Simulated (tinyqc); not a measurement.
Charge-trap memory cell: one step of the calculation.

Channel, tunnel oxide, storage layer, blocking layer, gate. N electrons per area sit in a sheet at the centroid and shift the threshold by U = (q/eps0) N (tb/eb + xc tn/en). EOT = t1 + 3.9 (tn/en + tb/eb); tunnel field F = (Vg - U)/EOT; dN/dt = eta (J/q)(1 - N/Nm). Fowler-Nordheim: J = A F^2 exp(-B/F), A = q^2/(16 pi^2 hbar mo phi) (times 1e14 for A/cm^2 with F in V/nm, emitter mass m0), B = (4/3) sqrt(mo/C) phi^1.5, C = hbar^2/(2 m0).

Question. Retention after ten years. Retention: filled traps are spread evenly in depth from E1 to E2, and each empties at the rate nu exp(-E/kB T). The share left is the mean of exp(-nu t exp(-E/kB T)) = [kB T/(E2 - E1)] [E1x(nu t exp(-E2/kB T)) - E1x(nu t exp(-E1/kB T))], E1x the exponential integral; traps shallower than about Ed = kB T ln(nu t) are empty. t = 3.15576e8 s.

Values chosen for this exercise; oxide values close to those of silicon dioxide, storage layer close to silicon nitride, blocking layer close to aluminium oxide:
- T = 398 K (storage temperature)
- E1 = 1.02 eV (shallowest trap depth)
- E2 = 1.8 eV (deepest trap depth)
- nu = 1e12 1/s (attempt frequency)

Constants: q = 1.602176634e-19 C, kB = 1.380649e-23 J/K, Vt = kB T/q. Results are converted to the units shown.

Wanted: Ed; share left; loss a decade while Ed lies between E1 and E2, kB T ln 10/(E2 - E1).

Answer.

Ed = 1.6188 eV
share left = 0.20709
loss a decade while Ed lies between E1 and E2, kB T ln 10/(E2 - E1) = 0.10125

Range of the model: The Fowler-Nordheim form needs F t1 above phi; trap-assisted paths and leakage through the blocking layer are left out.

Computed by the program tinyqc: `OMP_NUM_THREADS=1 python tinyqc.py 2130016 2130017 out.jsonl`, one thread of a shared Intel Xeon 2.30GHz, about 0.04 s for the whole run.
